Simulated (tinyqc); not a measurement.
What moves the results: propagation of a band-gap error through k.p and effective-mass formulas. A value that a table varies takes the place of the one given here.

Chain, for a gap E (the reference Eg or another value), with Ep and Dso kept: 1/me = 1 + Ep (E + 2 Dso/3)/(E (E + Dso)); g* = 2 - 2 Ep Dso/(3 E (E + Dso)); g1(E) = g1 + (Ep/3)(1/E - 1/Eg), g2(E) = g2 + (Ep/6)(1/E - 1/Eg), light hole 1/(g1 + 2 g2), heavy hole 1/(g1 - 2 g2) along [100]; optical constant ei(E) = 1 + (ei - 1)(EP/(EP + E - Eg))^2, static e0(E) = ei(E) + e0 - ei.

Donor: R = Ry me/e0^2, a_B = a0 e0/me, Mott density (0.26/a_B)^3. Nc, Nv = 2 (m kT/(4 pi c))^(3/2), c = hbar^2/2m0, ni = sqrt(Nc Nv) exp(-E/2kT). Exciton: Ry mu/e0^2 with 1/mu = 1/me + g1(E). 1 angstrom^-3 = 1e24 cm^-3.

Constants: Ry = 13.60569312 eV; a0 (Bohr radius) = 0.5291772105 angstrom; kB = 8.617333262e-05 eV/K; hbar^2/2m0 = 3.80998211 eV angstrom^2.

Inputs chosen for the exercise (reference values near those of InAs, gap at low temperature; not measured data):
- Eg = 0.418 eV (gap at Gamma to the s-like level)
- Dso = 0.386 eV (spin-orbit splitting)
- Ep = 21.4 eV (Kane energy)
- g1 = 20.04 (Luttinger gamma1)
- g2 = 8.49 (gamma2)
- e0 = 15.36 (static dielectric constant)
- ei = 12.1 (optical dielectric constant)
- EP = 4.62 eV (mean (Penn) gap)
- mh = 0.56 m0 (density-of-states mass of the holes)
- T = 77 K (temperature)
- Eg2 = 0.251 eV (a wrong gap)

## The size of the error

E = f Eg; ratios against f = 1.

Results:

| f | E (eV) | me ratio | light-hole ratio | e0 ratio | donor ratio | Mott ratio | g* | log10 ni ratio |
|---|---|---|---|---|---|---|---|---|
| 0.25 | 0.104 | 0.289 | 0.266 | 1.109 | 0.235 | 0.0178 | -105.437 | 9.86 |
| 0.40 | 0.167 | 0.443 | 0.420 | 1.085 | 0.376 | 0.0682 | -57.538 | 7.94 |
| 0.60 | 0.251 | 0.637 | 0.619 | 1.055 | 0.572 | 0.220 | -32.481 | 5.32 |
| 0.80 | 0.334 | 0.821 | 0.813 | 1.027 | 0.779 | 0.512 | -20.860 | 2.67 |
| 1.00 | 0.418 | 1.000 | 1.000 | 1.000 | 1.000 | 1.00 | -14.386 | 0.00 |
| 1.20 | 0.502 | 1.174 | 1.182 | 0.975 | 1.236 | 1.75 | -10.369 | -2.68 |
| 1.50 | 0.627 | 1.429 | 1.444 | 0.939 | 1.621 | 3.53 | -6.670 | -6.72 |
| 2.00 | 0.836 | 1.841 | 1.855 | 0.885 | 2.350 | 9.00 | -3.391 | -13.48 |

What does this show?

Between f = 0.8 and 1.2 the mean powers d ln(ratio)/d ln f are 0.88 for me, 0.92 for the light hole, -0.13 for e0, 1.14 for the donor energy and 3.03 for the Mott density; ni moves by -3.20 decades per 0.1 eV, against -0.1 eV/(2 kT ln 10) = -3.27 from the exponential alone, the rest coming from Nc through me^(3/4). g* keeps its sign, from -105.44 to -3.39.

## What each input does

All at E = Eg2. Each row changes one parameter from the base and keeps the others.

Results:

| case | me (m0) | light hole (m0) | e0 | donor (meV) | exciton (meV) | log10 ni |
|---|---|---|---|---|---|---|
| base | 0.0145 | 0.0167 | 16.21 | 0.750 | 0.516 | 8.731 |
| Eg2 = 0.231 eV | 0.0135 | 0.0155 | 16.32 | 0.688 | 0.472 | 9.362 |
| Dso = 0.417 eV | 0.0146 | 0.0167 | 16.21 | 0.756 | 0.518 | 8.734 |
| Ep = 19.688 eV | 0.0157 | 0.0173 | 16.21 | 0.814 | 0.550 | 8.758 |
| g1 = 21.643 | 0.0145 | 0.0163 | 16.21 | 0.750 | 0.508 | 8.731 |
| EP = 4.99 eV | 0.0145 | 0.0167 | 16.14 | 0.756 | 0.520 | 8.731 |
| ei = 11.132 | 0.0145 | 0.0167 | 16.13 | 0.757 | 0.520 | 8.731 |
| mh = 0.515 m0 | 0.0145 | 0.0167 | 16.21 | 0.750 | 0.516 | 8.704 |
| T = 70.84 K | 0.0145 | 0.0167 | 16.21 | 0.750 | 0.516 | 7.963 |

What can be read from the table?

The largest shifts from the base row, up to three for each result and ties (the steps differ in size, so this ranks the rows, not the parameters). me (m0): Ep +0.0012, Eg2 -0.0010, Dso +0.0001; unchanged at the printed digits by g1, EP, ei, mh and T. light hole (m0): Eg2 -0.0013, Ep +0.0005, g1 -0.0004; unchanged at the printed digits by Dso, EP, ei, mh and T. e0: Eg2 +0.11, ei -0.07, EP -0.07; unchanged at the printed digits by Dso, Ep, g1, mh and T. donor (meV): Ep +0.064, Eg2 -0.063, ei +0.007; unchanged at the printed digits by g1, mh and T. exciton (meV): Eg2 -0.043, Ep +0.035, g1 -0.008; unchanged at the printed digits by mh and T. log10 ni: T -0.769, Eg2 +0.630, mh -0.027, Ep +0.027; unchanged at the printed digits by g1, EP and ei.

(tinyqc, `OMP_NUM_THREADS=1 python tinyqc.py 1880832 1880833 out.jsonl`, Intel(R) Xeon(R) Processor @ 2.30GHz, 1 thread, shared host, about 0.01 s.)
